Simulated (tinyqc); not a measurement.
Enthalpies against pressure: pressure-driven transition between two phases with analytic equations of state. Computed by tinyqc, a small Python program. Command: `OMP_NUM_THREADS=1 python tinyqc.py 3019901 3019902 out.jsonl transition walk`. One thread of a shared host (Intel(R) Xeon(R) Processor @ 2.30GHz), about 0.03 s of CPU time with the checks.

Each phase obeys E = E0 + (9 V0 B0/16) [y^3 B' + y^2 (2 - 4 y)], y = (V0/V)^(2/3) - 1; P = (3 B0/2) (x^7 - x^5) [1 + (3/4)(B' - 4)(x^2 - 1)], x = (V0/V)^(1/3); E0 = 0 for phase 1 and Delta E0 for phase 2. H = E + P V.

Inputs (values chosen for the exercise, for two model phases):

| quantity | value | unit |
|---|---|---|
| volume V0 of phase 1 | 11.8 | angstrom^3/atom |
| B0 of phase 1 | 80.2 | GPa |
| B' of phase 1 | 3.78 | - |
| volume V0 of phase 2 | 10.4 | angstrom^3/atom |
| B0 of phase 2 | 72.6 | GPa |
| B' of phase 2 | 5.08 | - |
| energy of phase 2 above phase 1, Delta E0 | 0.05 | eV/atom |

Equation of state: Birch-Murnaghan.

Constants: 1 eV/angstrom^3 = 160.2176634 GPa.

Method. Start from P = Delta E0/(V0 of phase 1 - V0 of phase 2); at each P solve P(V) = P for both phases and step P(new) = P - (H_2 - H_1)/(V_2 - V_1); stop when |H_2 - H_1| < 1e-10 eV. At the zero-temperature transition the volume change is V_2/V_1 - 1 and the work is P (V_1 - V_2). For each P solve P(V) = P in both phases.

transition pressure = 5.82055 GPa

V_1 at the transition = 11.0654 angstrom^3

V_2 at the transition = 9.72096 angstrom^3

Both phases:

| P (GPa) | V_1 (angstrom^3) | V_2 (angstrom^3) | H_2 - H_1 (meV/atom) | stable |
|---|---|---|---|---|
| 0.0 | 11.800 | 10.400 | 50.000 | phase 1 |
| 1.5 | 11.589 | 10.198 | 36.930 | phase 1 |
| 2.9 | 11.407 | 10.028 | 24.828 | phase 1 |
| 4.4 | 11.225 | 9.863 | 11.998 | phase 1 |
| 5.4 | 11.112 | 9.762 | 3.536 | phase 1 |
| 6.3 | 11.014 | 9.675 | -4.014 | phase 2 |
| 7.6 | 10.879 | 9.558 | -14.803 | phase 2 |
| 9.3 | 10.713 | 9.415 | -28.696 | phase 2 |

What follows from these numbers?

H_2 - H_1 changes with slope V_2 - V_1, from -1.400 to -1.298 angstrom^3 per atom over the table, and passes zero at 5.82 GPa. An error of 10 meV per atom in Delta E0 moves the transition by about 1.19 GPa.
